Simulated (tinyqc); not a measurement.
Coupling ratio and rate constant from the late transient.

Question. Long after the knee a floating-gate cell follows U = Vg - (tox/ag) B/ln(K t). Find K and ag.

Values chosen for this exercise:

| symbol | value | unit | meaning |
|---|---|---|---|
| tox | 6.9 | nm | tunnel oxide thickness |
| Vg | 10.6 | V | control-gate voltage |

U at t = 0.0002 and 0.02 s (V): 0.57145667  2.1516407
B = 24.333696 V/nm

Answer. 1/(Vg - U) is linear in ln t; the ratio of the two values gives ln(K t_a), and either value gives ag.

K = 2.465e14 1/s
ag = 0.6800

Program tinyqc, `OMP_NUM_THREADS=1 python tinyqc.py 2130024 2130025 out.jsonl`; Intel Xeon 2.30GHz, shared host, one thread, about 0.01 s.
